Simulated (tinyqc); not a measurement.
Inside a calculation. Method: tight binding, honeycomb lattice. One step of it, computed by the program tinyqc.

Task: Bloch Hamiltonian at K. H_AB = -t1 (1 + exp(-i k.a1) + exp(-i k.a2)); H_AA = delta - 2 t2 sum cos(k.b + phi), H_BB = -delta - 2 t2 sum cos(k.b - phi), b = a1, a2 - a1, -a2.

Parameters chosen for this model:
```
parameter     value                        unit
t1         1.760000                 eV, nearest
t2         0.240000       eV, second neighbours
phi               0  rad, phase of t2 (Haldane)
delta             0          eV, +/- on A and B
```

k point K (fractions of the reciprocal vectors): 0.333333  0.666667

Give: H(k) at K.

Result:

H(k) at K (eV):
```
       A      B
A  0.720  0.000
B  0.000  0.720
```
